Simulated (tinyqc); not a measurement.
# Long-channel MOSFET, surface-potential model: several studies

n-channel transistor on a uniformly doped p-type body, gradual-channel approximation, constant mobility, Boltzmann statistics, full ionisation. Potentials are counted from the neutral body; V is the electron quasi-Fermi potential, Vsb at the source and Vsb + Vds at the drain. Charges are magnitudes per area.

Inputs (values chosen for the exercise); material values close to those of 4H silicon carbide: temperature T = 400 K; band gap Eg = 3.2 eV; relative permittivity of the semiconductor eps_r = 9.55; conduction-band density of states at T Nc = 2.65e19 cm^-3; valence-band density of states at T Nv = 3.86e19 cm^-3; acceptor density of the body Na = 1.4e16 cm^-3; relative permittivity of the gate insulator eox = 9.06; insulator thickness tox = 14 nm; flat-band voltage Vfb = -2.09 V; channel mobility mu = 110 cm^2/(V s); gate width W = 20 um; gate length L = 0.5 um; source-body reverse bias Vsb = 0 V; gate-source voltage Vgs = 1.05 V; drain-source voltage Vds = 0.5 V.

Constants: q = 1.602176634e-19 C, kB = 1.380649e-23 J/K, Vt = kB T/q, eps0 = 8.8541878128e-14 F/cm where lengths are in cm. Results are converted to the units shown.

Each table varies one quantity; the others keep the values above.

## Effect of the source-body reverse bias

ni = sqrt(Nc Nv) exp(-Eg/(2 Vt)), Eg in volts; phiF = Vt ln(Na/ni); Cox = eps0 eox/tox; gamma = sqrt(2 q eps0 eps_r Na)/Cox. The surface potential psi at channel potential V solves Vgs + Vsb - Vfb - psi = gamma sqrt(G), G = psi - Vt + Vt exp((psi - 2 phiF - V)/Vt). Charge sheet: Qi = Cox gamma [sqrt(G) - sqrt(psi - Vt)]; I = mu (W/L) [integral of Qi dpsi from psi_0 to psi_L (drift) + Vt (Qi0 - QiL) (diffusion)], with psi_0 at V = Vsb and psi_L at V = Vsb + Vds. VT = Vfb + 2 phiF + gamma sqrt(2 phiF + Vsb), m = 1 + gamma/(2 sqrt(2 phiF + Vsb)). The swing is 20 mV/log10[I(VT - 0.14 V)/I(VT - 0.16 V)] of the charge-sheet current at the given Vds.

The same in every row: gamma (V^0.5) = 0.1075.

Effect of the source-body reverse bias:
```
Vsb (V),VT (V),m,swing (mV/decade),"I at Vgs, Vds (uA)"
0,0.7524,1.033,82.67,28.50
0.25,0.7604,1.031,82.49,26.06
0.5,0.7681,1.030,82.33,23.85
0.75,0.7755,1.029,82.20,21.83
1,0.7827,1.028,82.08,19.98
1.25,0.7896,1.027,81.97,18.29
1.5,0.7962,1.026,81.88,16.74
```

What does the table show?

As Vsb goes from 0 to 1.5 V, VT rises from 0.752 to 0.796 V, the swing falls from 82.7 to 81.9 mV a decade and the current falls from 28.5 to 16.7 uA. The swing is 0.84 % above m Vt ln 10 in the first row and 0.51 % above it in the last.

## Effect of the insulator thickness

Same model as above.

Results:
```
tox (nm),gamma (V^0.5),VT (V),m,swing (mV/decade),"I at Vgs, Vds (uA)"
4.7,0.03609,0.6358,1.011,80.85,151.8
8.5,0.06526,0.6834,1.020,81.59,72.34
11,0.08446,0.7148,1.026,82.08,47.08
15,0.1152,0.7649,1.035,82.87,24.08
21,0.1612,0.8401,1.049,84.04,8.209
28,0.2150,0.9279,1.066,85.41,1.755
```

Estimate the missing row, tox = 6.3 nm.

Computed row:
```
tox (nm),gamma (V^0.5),VT (V),m,swing (mV/decade),"I at Vgs, Vds (uA)"
6.3,0.04837,0.6558,1.015,81.16,108.7
```

With this row back in the table: As tox goes from 4.7 to 28 nm, VT rises from 0.636 to 0.928 V, the swing rises from 80.8 to 85.4 mV a decade and the current falls from 152 to 1.76 uA. The swing is 0.75 % above m Vt ln 10 in the first row and 0.97 % above it in the last. For tox = 4.7 to 6.3 nm the surface electron density at the source passes 0.3 Nc, where degeneracy and quantisation, left out here, matter.

## Transfer curve from weak to strong inversion

Pao-Sah: Qi(V) = (Cox gamma/2) integral from 3 Vt to psi of exp((u - 2 phiF - V)/Vt)/sqrt(G(u, V)) du, and I = mu (W/L) integral of Qi dV from Vsb to Vsb + Vds. Square law: VT = Vfb + 2 phiF + gamma sqrt(2 phiF + Vsb), m = 1 + gamma/(2 sqrt(2 phiF + Vsb)), I = mu Cox (W/L) [(Vgs - VT) v - m v^2/2] with v the smaller of Vds and (Vgs - VT)/m, and zero below VT. gm = dI/dVgs of the charge-sheet current.

Transfer curve from weak to strong inversion:
```
Vgs (V),"I, charge sheet (uA)","I, Pao-Sah (uA)",drift share (%),gm/I (1/V),"I, square law (uA)"
0.55,3.637e-4,3.663e-4,0.005867,27.85,0
0.73,0.05431,0.05472,0.8623,27.61,0
0.9,3.620,3.737,29.28,19.02,26.60
1.07,34.44,36.31,65.67,9.125,123.1
1.25,120.9,127.4,79.84,5.402,302.2
1.43,267.5,280.7,86.92,3.537,528.7
1.6,439.3,458.4,91.20,2.408,743.0
1.77,624.0,647.7,93.55,1.779,957.3
1.95,827.0,854.3,95.02,1.382,1184
```

Read the table: what changes, and by how much?

The charge-sheet current rises from 3.64e-4 to 827 uA. In the first row gm/I is 27.8 1/V, a swing of 82.7 mV a decade, against Vt ln 10 = 79.4 mV a decade for an ideal gate; in the last it is 1.38 1/V. Drift passes half of the current at Vgs = 1.07 V among the rows listed (VT = 0.752 V). The charge sheet departs most from Pao-Sah at Vgs = 1.07 V, where it is 5.2 % below it. In the last row the square law is 39 % above Pao-Sah. For Vgs = 1.43 to 1.95 V the surface electron density at the source passes 0.3 Nc, where degeneracy and quantisation, left out here, matter.

Numbers from tinyqc (`OMP_NUM_THREADS=1 python tinyqc.py 2360109 2360110 out.jsonl`; about 0.07 s on one thread of a shared Intel Xeon 2.30GHz).
